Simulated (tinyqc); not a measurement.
Inside a calculation. Method: G0W0 on RHF in the 3-21g basis, for H3+, spin multiplicity 1. Computed by tinyqc, a small Python program that keeps every step (integrals from PySCF). Settings: charge = 1, multiplicity = 1, basis = 3-21g, method = RHF, energy threshold = 1e-10, iteration cap = 58, orthogonalisation = symmetric, start = Wolfsberg-Helmholz matrix, DIIS depth = 6. Command: `OMP_NUM_THREADS=1 python tinyqc.py 21513 21514 out.jsonl` (the two numbers bound the seeds that draw the settings). One thread of a shared host (Intel(R) Xeon(R) Processor @ 2.60GHz), about 0.07 s of CPU time with the checks. The early iterations of the SCF are left out here.

## One-electron integrals

Geometry (angstrom):
```
atom         x         y         z
H     0.000000  0.000000  0.000000
H     0.000000  0.000000  1.009000
H     0.000000  0.874000  0.505000
```

Basis 3-21g: exponents (1/bohr^2) and contraction coefficients of normalised primitives:
```
element  l (shell)  exponent  coefficient
H            s (1)  5.447178     0.156285
H            s (1)  0.824547     0.904691
H            s (2)  0.183192     1.000000
```

Overlap, kinetic and nuclear-attraction integrals over the contracted functions; the nuclear repulsion is the sum of Za Zb / Rab.

nuclear repulsion = 1.57320890 hartree

overlap S:
```
          1H 1s     1H 2s     2H 1s     2H 2s     3H 1s     3H 2s
1H 1s  1.000000  0.645899  0.194458  0.372727  0.194213  0.372562
1H 2s  0.645899  1.000000  0.372727  0.716763  0.372562  0.716571
2H 1s  0.194458  0.372727  1.000000  0.645899  0.194514  0.372765
2H 2s  0.372727  0.716763  0.645899  1.000000  0.372765  0.716808
3H 1s  0.194213  0.372562  0.194514  0.372765  1.000000  0.645899
3H 2s  0.372562  0.716571  0.372765  0.716808  0.645899  1.000000
```

kinetic energy T (hartree):
```
           1H 1s     1H 2s      2H 1s     2H 2s      3H 1s     3H 2s
1H 1s   1.549405  0.293152  -0.018265  0.107009  -0.018443  0.106911
1H 2s   0.293152  0.274788   0.107009  0.153232   0.106911  0.153156
2H 1s  -0.018265  0.107009   1.549405  0.293152  -0.018224  0.107031
2H 2s   0.107009  0.153232   0.293152  0.274788   0.107031  0.153250
3H 1s  -0.018443  0.106911  -0.018224  0.107031   1.549405  0.293152
3H 2s   0.106911  0.153156   0.107031  0.153250   0.293152  0.274788
```

nuclear attraction V (hartree):
```
           1H 1s      1H 2s      2H 1s      2H 2s      3H 1s      3H 2s
1H 1s  -2.769163  -1.455662  -0.504470  -0.872739  -0.503769  -0.872346
1H 2s  -1.455662  -1.624144  -0.872811  -1.246132  -0.872360  -1.245801
2H 1s  -0.504470  -0.872811  -2.769421  -1.455819  -0.504632  -0.872902
2H 2s  -0.872739  -1.246132  -1.455819  -1.624287  -0.872843  -1.246209
3H 1s  -0.503769  -0.872360  -0.504632  -0.872843  -2.769212  -1.455691
3H 2s  -0.872346  -1.245801  -0.872902  -1.246209  -1.455691  -1.624170
```

core Hamiltonian H = T + V (hartree):
```
           1H 1s      1H 2s      2H 1s      2H 2s      3H 1s      3H 2s
1H 1s  -1.219759  -1.162510  -0.522735  -0.765730  -0.522212  -0.765435
1H 2s  -1.162510  -1.349356  -0.765802  -1.092900  -0.765448  -1.092645
2H 1s  -0.522735  -0.765802  -1.220017  -1.162668  -0.522856  -0.765870
2H 2s  -0.765730  -1.092900  -1.162668  -1.349499  -0.765812  -1.092959
3H 1s  -0.522212  -0.765448  -0.522856  -0.765812  -1.219807  -1.162539
3H 2s  -0.765435  -1.092645  -0.765870  -1.092959  -1.162539  -1.349382
```

## Two-electron integrals

Functions are numbered as in S; the eight-fold symmetry (ij|kl) = (ji|kl) = (kl|ij) leaves the list below.

Two-electron integrals (ij|kl) in chemists' order, unique and non-zero (hartree):
```
(11|11) 1.140145   (21|11) 0.611403   (21|21) 0.345152   (22|11) 0.626370
(22|21) 0.380329   (22|22) 0.482957   (31|11) 0.164360   (31|21) 0.095645
(31|22) 0.110235   (31|31) 0.038934   (32|11) 0.220456   (32|21) 0.136423
(32|22) 0.178433   (32|31) 0.060697   (32|32) 0.114298   (33|11) 0.519114
(33|21) 0.329364   (33|22) 0.453765   (33|31) 0.164360   (33|32) 0.343268
(33|33) 1.140145   (41|11) 0.343268   (41|21) 0.194992   (41|22) 0.217123
(41|31) 0.060697   (41|32) 0.088836   (41|33) 0.220456   (41|41) 0.114298
(42|11) 0.410264   (42|21) 0.251647   (42|22) 0.327876   (42|31) 0.086195
(42|32) 0.151755   (42|33) 0.410264   (42|41) 0.151755   (42|42) 0.248119
(43|11) 0.329364   (43|21) 0.207573   (43|22) 0.284646   (43|31) 0.095645
(43|32) 0.194992   (43|33) 0.611403   (43|41) 0.136423   (43|42) 0.251647
(43|43) 0.345152   (44|11) 0.453765   (44|21) 0.284646   (44|22) 0.394159
(44|31) 0.110235   (44|32) 0.217123   (44|33) 0.626370   (44|41) 0.178433
(44|42) 0.327876   (44|43) 0.380329   (44|44) 0.482957   (51|11) 0.164123
(51|21) 0.095511   (51|22) 0.110088   (51|31) 0.030925   (51|32) 0.046222
(51|33) 0.113831   (51|41) 0.057079   (51|42) 0.078850   (51|43) 0.071123
(51|44) 0.093953   (51|51) 0.038835   (52|11) 0.220296   (52|21) 0.136329
(52|22) 0.178327   (52|31) 0.046251   (52|32) 0.078580   (52|33) 0.202318
(52|41) 0.082765   (52|42) 0.133808   (52|43) 0.126602   (52|44) 0.170253
(52|51) 0.060589   (52|52) 0.114197   (53|11) 0.113960   (53|21) 0.071208
(53|22) 0.094079   (53|31) 0.030967   (53|32) 0.057171   (53|33) 0.164415
(53|41) 0.046279   (53|42) 0.078966   (53|43) 0.095676   (53|44) 0.110269
(53|51) 0.030933   (53|52) 0.057150   (53|53) 0.038957   (54|11) 0.202338
(54|21) 0.126621   (54|22) 0.170303   (54|31) 0.046272   (54|32) 0.082825
(54|33) 0.220493   (54|41) 0.078599   (54|42) 0.133876   (54|43) 0.136445
(54|44) 0.178458   (54|51) 0.057084   (54|52) 0.112178   (54|53) 0.060722
(54|54) 0.114322   (55|11) 0.518920   (55|21) 0.329252   (55|22) 0.453665
(55|31) 0.113936   (55|32) 0.202383   (55|33) 0.519159   (55|41) 0.202323
(55|42) 0.349313   (55|43) 0.329389   (55|44) 0.453788   (55|51) 0.164123
(55|52) 0.343109   (55|53) 0.164415   (55|54) 0.343305   (55|55) 1.140145
(61|11) 0.343109   (61|21) 0.194903   (61|22) 0.217025   (61|31) 0.057133
(61|32) 0.082785   (61|33) 0.202306   (61|41) 0.112167   (61|42) 0.147596
(61|43) 0.126595   (61|44) 0.170247   (61|51) 0.060589   (61|52) 0.088742
(61|53) 0.046261   (61|54) 0.082771   (61|55) 0.220296   (61|61) 0.114197
(62|11) 0.410125   (62|21) 0.251564   (62|22) 0.327774   (62|31) 0.078928
(62|32) 0.133845   (62|33) 0.349282   (62|41) 0.147613   (62|42) 0.234949
(62|43) 0.217728   (62|44) 0.296167   (62|51) 0.086063   (62|52) 0.151643
(62|53) 0.078950   (62|54) 0.147627   (62|55) 0.410125   (62|61) 0.151643
(62|62) 0.247986   (63|11) 0.202387   (63|21) 0.126648   (63|22) 0.170326
(63|31) 0.057159   (63|32) 0.112226   (63|33) 0.343305   (63|41) 0.082820
(63|42) 0.147670   (63|43) 0.195013   (63|44) 0.217145   (63|51) 0.046226
(63|52) 0.082796   (63|53) 0.060722   (63|54) 0.088858   (63|55) 0.220493
(63|61) 0.078583   (63|62) 0.133858   (63|63) 0.114322   (64|11) 0.349320
(64|21) 0.217756   (64|22) 0.296222   (64|31) 0.078948   (64|32) 0.147665
(64|33) 0.410296   (64|41) 0.133867   (64|42) 0.235014   (64|43) 0.251666
(64|44) 0.327899   (64|51) 0.078853   (64|52) 0.147605   (64|53) 0.086226
(64|54) 0.151781   (64|55) 0.410296   (64|61) 0.133812   (64|62) 0.234961
(64|63) 0.151781   (64|64) 0.248150   (65|11) 0.329252   (65|21) 0.207509
(65|22) 0.284589   (65|31) 0.071192   (65|32) 0.126644   (65|33) 0.329389
(65|41) 0.126611   (65|42) 0.217751   (65|43) 0.207587   (65|44) 0.284660
(65|51) 0.095511   (65|52) 0.194903   (65|53) 0.095676   (65|54) 0.195013
(65|55) 0.611403   (65|61) 0.136329   (65|62) 0.251564   (65|63) 0.136445
(65|64) 0.251666   (65|65) 0.345152   (66|11) 0.453665   (66|21) 0.284589
(66|22) 0.394101   (66|31) 0.094055   (66|32) 0.170317   (66|33) 0.453788
(66|41) 0.170288   (66|42) 0.296212   (66|43) 0.284660   (66|44) 0.394173
(66|51) 0.110088   (66|52) 0.217025   (66|53) 0.110269   (66|54) 0.217145
(66|55) 0.626370   (66|61) 0.178327   (66|62) 0.327774   (66|63) 0.178458
(66|64) 0.327899   (66|65) 0.380329   (66|66) 0.482957
```

## Orthogonalisation

S = U s U^T; symmetric (Loewdin) form X = U s^(-1/2) U^T, so that X^T S X = 1.

eigenvalues of S: 0.166428  0.166551  0.425026  0.922132  0.922670  3.397192

X:
```
           1H 1s      1H 2s      2H 1s      2H 2s      3H 1s      3H 2s
1H 1s   1.243479  -0.494323  -0.015560   0.015131  -0.015429   0.015130
1H 2s  -0.494323   1.776479   0.015164  -0.456452   0.015137  -0.455981
2H 1s  -0.015560   0.015164   1.243488  -0.494340  -0.015590   0.015164
2H 2s   0.015131  -0.456452  -0.494340   1.776951   0.015137  -0.456561
3H 1s  -0.015429   0.015137  -0.015590   0.015137   1.243481  -0.494326
3H 2s   0.015130  -0.455981   0.015164  -0.456561  -0.494326   1.776567
```

## Iteration 6 (converged): orbitals

converged F (hartree):
```
           1H 1s      1H 2s      2H 1s      2H 2s      3H 1s      3H 2s
1H 1s  -0.290245  -0.730015  -0.491637  -0.595685  -0.491330  -0.595523
1H 2s  -0.730015  -0.754809  -0.595762  -0.711443  -0.595537  -0.711325
2H 1s  -0.491637  -0.595762  -0.290433  -0.730198  -0.491707  -0.595799
2H 2s  -0.595685  -0.711443  -0.730198  -0.754960  -0.595737  -0.711471
3H 1s  -0.491330  -0.595537  -0.491707  -0.595737  -0.290280  -0.730050
3H 2s  -0.595523  -0.711325  -0.595799  -0.711471  -0.730050  -0.754837
```

Diagonalise F' = X^T F X, C = X C', fill 1 alpha and 1 beta electrons from the bottom; D = 2 C_occ C_occ^T. Each column has its largest component positive (the first on a tie).

F' = X^T F X (hartree):
```
           1          2          3          4          5          6
1   0.260506  -0.607253  -0.219731  -0.114855  -0.219398  -0.114842
2  -0.607253  -0.025468  -0.114852  -0.166849  -0.114842  -0.166810
3  -0.219731  -0.114852   0.260475  -0.607293  -0.219807  -0.114855
4  -0.114855  -0.166849  -0.607293  -0.025431  -0.114858  -0.166858
5  -0.219398  -0.114842  -0.219807  -0.114858   0.260500  -0.607260
6  -0.114842  -0.166810  -0.114855  -0.166858  -0.607260  -0.025461
```

orbital energies (hartree): MO1 -1.110777, MO2 -0.210077, MO3 -0.209867, MO4 0.572849, MO5 0.831320, MO6 0.831674

coefficients C:
```
            MO1        MO2        MO3        MO4        MO5        MO6
1H 1s  0.268340   0.234440  -0.108882   0.699615  -0.977967   0.454785
1H 2s  0.192112   1.126426  -0.523920  -0.532222   1.267384  -0.589236
2H 1s  0.268445  -0.022875   0.257405   0.700128   0.095330  -1.073997
2H 2s  0.192149  -0.109857   1.238023  -0.533263  -0.123591   1.392066
3H 1s  0.268360  -0.211578  -0.148477   0.699711   0.882404   0.620066
3H 2s  0.192119  -1.016494  -0.714380  -0.532418  -1.143627  -0.803440
```

D after iteration 6:
```
          1H 1s     1H 2s     2H 1s     2H 2s     3H 1s     3H 2s
1H 1s  0.144013  0.103103  0.144069  0.103123  0.144023  0.103106
1H 2s  0.103103  0.073814  0.103143  0.073828  0.103110  0.073816
2H 1s  0.144069  0.103143  0.144126  0.103163  0.144080  0.103147
2H 2s  0.103123  0.073828  0.103163  0.073842  0.103130  0.073831
3H 1s  0.144023  0.103110  0.144080  0.103130  0.144034  0.103114
3H 2s  0.103106  0.073816  0.103147  0.073831  0.103114  0.073819
```

## Convergence

Stop when the energy changes by less than 1e-10 hartree and every element of the error matrix X^T (F D S - S D F) X is below 3e-06.

Course of the cycle:
```
iteration  E (hartree)     change  largest element of the error matrix
1          -1.14963024          -                             1.78e-01
2          -1.24956023  -9.99e-02                             2.73e-02
3          -1.25193229  -2.37e-03                             2.09e-04
4          -1.25193243  -1.37e-07                             1.50e-05
5          -1.25193243  -7.06e-10                             6.68e-07
6          -1.25193243  -1.12e-12                             3.03e-07
```

PySCF RHF in the same basis = -1.25193243 hartree

Converged in 6 iterations.

## Integrals over molecular orbitals

(pq|rs) = sum C_ip C_jq C_kr C_ls (ij|kl), one index at a time.

one-electron integrals over orbitals h = C^T H C (hartree):
```
           1          2          3          4          5          6
1  -1.714364   0.000015  -0.000056  -0.122332  -0.000003   0.000011
2   0.000015  -1.046560   0.000000   0.000018   0.205831   0.000003
3  -0.000056   0.000000  -1.046331  -0.000065  -0.000003   0.205849
4  -0.122332   0.000018  -0.000065  -0.311666  -0.000021   0.000076
5  -0.000003   0.205831  -0.000003  -0.000021  -0.173599   0.000000
6   0.000011   0.000003   0.205849   0.000076   0.000000  -0.173465
```

Two-electron integrals over orbitals (pq|rs), unique and non-zero (hartree):
```
(11|11) 0.603588    (21|11) -0.000015   (21|21) 0.102185    (22|11) 0.469334
(22|21) 0.012776    (22|22) 0.448735    (31|11) 0.000056    (31|22) -0.046908
(31|31) 0.102146    (32|21) -0.046940   (32|22) -0.000008   (32|31) -0.012768
(32|32) 0.038522    (33|11) 0.469305    (33|21) -0.012776   (33|22) 0.371703
(33|31) 0.046909    (33|32) 0.000008    (33|33) 0.448650    (41|11) 0.122332
(41|21) -0.000009   (41|22) 0.062380    (41|31) 0.000035    (41|33) 0.062365
(41|41) 0.068635    (42|11) -0.000014   (42|21) 0.001917    (42|22) 0.000107
(42|32) -0.000411   (42|33) -0.000117   (42|41) -0.000010   (42|42) 0.032743
(43|11) 0.000050    (43|22) -0.000383   (43|31) 0.001882    (43|32) -0.000109
(43|33) 0.000421    (43|41) 0.000038    (43|43) 0.032764    (44|11) 0.476575
(44|21) -0.000023   (44|22) 0.397830    (44|31) 0.000084    (44|32) 1.33e-08
(44|33) 0.397863    (44|41) 0.072957    (44|42) -0.000007   (44|43) 0.000025
(44|44) 0.410266    (51|11) 3.04e-06    (51|21) -0.070903   (51|22) -0.009458
(51|31) 9.04e-07    (51|32) 0.034725    (51|33) 0.009446    (51|41) 0.000006
(51|42) -0.033879   (51|43) 4.29e-07    (51|44) 0.000010    (51|51) 0.084772
(52|11) -0.138367   (52|21) -0.009413   (52|22) -0.092127   (52|31) 0.034559
(52|32) 3.05e-06    (52|33) -0.064179   (52|41) -0.065284   (52|42) -0.004237
(52|43) 0.015552    (52|44) -0.085748   (52|51) 0.010769    (52|52) 0.096328
(53|11) 1.77e-06    (53|21) 0.034565    (53|22) 3.69e-06    (53|31) 0.009403
(53|32) -0.013952   (53|33) -1.69e-06   (53|41) 8.28e-07    (53|42) 0.015575
(53|43) 0.004235    (53|44) 1.09e-06    (53|51) -0.039519   (53|52) -0.000007
(53|53) 0.025467    (54|11) 0.000014    (54|21) -0.094663   (54|22) -0.012224
(54|31) 1.20e-06    (54|32) 0.044905    (54|33) 0.012222    (54|41) 0.000010
(54|42) -0.008701   (54|43) 1.09e-07    (54|44) 0.000023    (54|51) 0.077039
(54|52) 0.010171    (54|53) -0.037341   (54|54) 0.103640    (55|11) 0.544845
(55|21) 0.019158    (55|22) 0.482217    (55|31) -0.070276   (55|32) -0.000018
(55|33) 0.397635    (55|41) 0.115282    (55|42) 0.005006    (55|43) -0.018364
(55|44) 0.448944    (55|51) -0.018942   (55|52) -0.160718   (55|53) 0.000016
(55|54) -0.021237   (55|55) 0.595154    (61|11) -0.000011   (61|21) -9.12e-07
(61|22) 0.034752    (61|31) -0.070908   (61|32) 0.009453    (61|33) -0.034709
(61|41) -0.000023   (61|42) -4.38e-07   (61|43) -0.033874   (61|44) -0.000038
(61|52) -0.039552   (61|53) -0.010755   (61|54) 1.23e-08    (61|55) 0.069532
(61|61) 0.084816    (62|11) -1.78e-06   (62|21) 0.034613    (62|22) 1.69e-06
(62|31) 0.009416    (62|32) -0.013981   (62|33) -3.70e-06   (62|41) -8.44e-07
(62|42) 0.015587    (62|43) 0.004239    (62|44) -1.11e-06   (62|51) -0.039565
(62|52) -0.000005   (62|53) 0.023733    (62|54) -0.037391   (62|55) 0.000013
(62|61) -0.010767   (62|62) 0.025512    (63|11) -0.138378   (63|21) 0.009418
(63|22) -0.064196   (63|31) -0.034577   (63|32) -3.05e-06   (63|33) -0.092075
(63|41) -0.065304   (63|42) 0.004245    (63|43) -0.015581   (63|44) -0.085784
(63|51) -0.010758   (63|52) 0.047129    (63|53) 0.000005    (63|54) -0.010172
(63|55) -0.094094   (63|61) 0.039512    (63|62) 0.000007    (63|63) 0.096291
(64|11) -0.000050   (64|21) -1.22e-06   (64|22) 0.044906    (64|31) -0.094669
(64|32) 0.012222    (64|33) -0.044898   (64|41) -0.000037   (64|42) -1.14e-07
(64|43) -0.008692   (64|44) -0.000083   (64|51) 1.23e-08    (64|52) -0.037366
(64|53) -0.010165   (64|54) 2.44e-08    (64|55) 0.077951    (64|61) 0.077101
(64|62) -0.010179   (64|63) 0.037372    (64|64) 0.103708    (65|11) 9.12e-09
(65|21) -0.070378   (65|22) -0.000015   (65|31) -0.019129   (65|32) 0.042305
(65|33) 0.000015    (65|41) 1.37e-08    (65|42) -0.018428   (65|43) -0.005009
(65|44) 3.16e-08    (65|51) 0.069547    (65|52) 0.000013    (65|53) -0.033319
(65|54) 0.078000    (65|55) -0.000041   (65|61) 0.018918    (65|62) -0.033365
(65|63) -0.000013   (65|64) 0.021217    (65|65) 0.072359    (66|11) 0.544977
(66|21) -0.019157   (66|22) 0.397747    (66|31) 0.070271    (66|32) 0.000018
(66|33) 0.482162    (66|41) 0.115369    (66|42) -0.005027   (66|43) 0.018439
(66|44) 0.449107    (66|51) 0.018922    (66|52) -0.094156   (66|53) -0.000013
(66|54) 0.021230    (66|55) 0.450745    (66|61) -0.069458   (66|62) -0.000016
(66|63) -0.160712   (66|64) -0.077928   (66|65) 0.000041    (66|66) 0.595218
```

## Screening: direct RPA

With D = e_a - e_i and K = (ia|jb): diagonalise D^(1/2) (D + 4K) D^(1/2) = Z w^2 Z^T; X + Y = D^(1/2) Z w^(-1/2), each column of Z with its largest component positive (the first on a tie); E_c = (sum w - tr (D + 2K)) / 2.

D^(1/2) (D + 4K) D^(1/2) (hartree^2):
```
           1>2        1>3        1>4        1>5        1>6
1>2   1.179413   0.000000  -0.000047  -0.375105  -0.000005
1>3   0.000000   1.179734   0.000171   0.000005  -0.375208
1>4  -0.000047   0.000171   3.296819   0.000046  -0.000169
1>5  -0.375105   0.000005   0.000046   4.430277   0.000000
1>6  -0.000005  -0.375208  -0.000169   0.000000   4.432118
```

excitation energies w (hartree): 1.066158  1.066307  1.815714  2.114946  2.115382

X + Y:
```
             1          2          3          4          5
1>2   0.913231   0.000011  -0.000010  -0.073846  -0.000002
1>3  -0.000011   0.913276   0.000036   0.000002  -0.073833
1>4   0.000024  -0.000088   0.962940   0.000039  -0.000142
1>5   0.152725   0.000000  -0.000047   0.952110   0.000015
1>6   0.000000   0.152700   0.000172  -0.000015   0.952101
```

RPA correlation energy = -0.03819094 hartree

## G0W0 on Hartree-Fock: HOMO

W(p,q,m) = sqrt2 sum_ia (pq|ia) (X+Y)_ia,m; Sigma_c(x) = sum_(i,m) W^2/(x - e_i + w_m) + sum_(a,m) W^2/(x - e_a - w_m); solve x = e_p + Sigma_c(x) by Newton steps; Z = 1/(1 - dSigma/dx); 1 hartree = 27.211386 eV.

The 12 largest terms at x = e_p (hartree; W for the signs of X + Y given):
```
q  m          W       term
1  3   0.166592   0.015285
2  1   0.116658  -0.006919
3  2   0.116615  -0.006913
2  4  -0.106142  -0.003736
3  5  -0.106142  -0.003735
6  5   0.121606  -0.003644
5  4   0.121549  -0.003642
4  3   0.093467  -0.002497
5  1  -0.073263  -0.001784
6  2  -0.073267  -0.001784
1  2   0.000055   2.85e-09
1  5  -0.000046   9.82e-10
```

Newton steps (hartree):
```
step          x  Sigma_c(x)         Z
0     -1.110777   -0.019369  0.978835
1     -1.129736   -0.018959  0.978859
2     -1.129736   -0.018959  0.978859
```

quasiparticle energy of the HOMO = -30.741691 eV

Hartree-Fock value = -30.225779 eV

## G0W0 on Hartree-Fock: LUMO

As before.

The 12 largest terms at x = e_p (hartree; W for the signs of X + Y given):
```
q  m          W       term
1  1   0.116658   0.006919
2  3   0.084956  -0.003975
1  4  -0.106142   0.003736
5  3  -0.088912  -0.002767
3  1  -0.053123  -0.002646
2  2  -0.053088  -0.002643
2  5   0.051678  -0.001262
3  4   0.051658  -0.001262
6  4  -0.056888  -0.001025
5  5  -0.056851  -0.001024
4  4  -0.045817  -0.000724
6  1   0.036157  -0.000620
```

Newton steps (hartree):
```
step          x  Sigma_c(x)         Z
0     -0.210077   -0.008748  0.984146
1     -0.218686   -0.008609  0.984237
2     -0.218686   -0.008609  0.984237
```

quasiparticle energy of the LUMO = -5.950760 eV

Hartree-Fock value = -5.716488 eV
